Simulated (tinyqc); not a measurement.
Capacitance measurement on a leaky thin oxide: effects of series resistance and leakage: one step of the calculation.

The device is a capacitance C in parallel with a leakage conductance G, in series with Rs and Ls. An impedance meter reports either a parallel pair (Cp, Gp) from Y = 1/Z = Gp + i w Cp or a series pair (Cs, Rm) from Z = Rm + 1/(i w Cs); w = 2 pi f, dissipation D = Gp/(w |Cp|).

Question. True capacitance and conductance. EOT = 3.9 tox/eox; CET = EOT + zc + zp; C = 3.9 eps0 A/CET; G = Jg A/Vs.

Parameters, values chosen for the exercise; values of the order met in thin-oxide MOS capacitors: relative permittivity of the gate insulator (close to silicon nitride) eox = 7.3; insulator thickness tox = 3.2 nm; gate area A = 400 um^2; oxide-equivalent thickness added by the accumulation layer zc = 0.25 nm; oxide-equivalent thickness added by gate depletion zp = 0 nm; gate leakage current density, not matched to the thickness Jg = 0.00028 A/cm^2; voltage for an e-fold rise of the leakage Vs = 0.4 V.

Constants: eps0 = 8.8541878128e-14 F/cm where lengths are in cm. Results are converted to the units shown.

Wanted: EOT; CET; C; G.

Answer.

EOT = 1.710 nm
CET = 1.960 nm
C = 7.049 pF
G = 0.002800 uS

Computed by the program tinyqc: `OMP_NUM_THREADS=1 python tinyqc.py 2022118 2022119 out.jsonl`, one thread of a shared Intel Xeon 2.30GHz, about 0.01 s for the whole run.
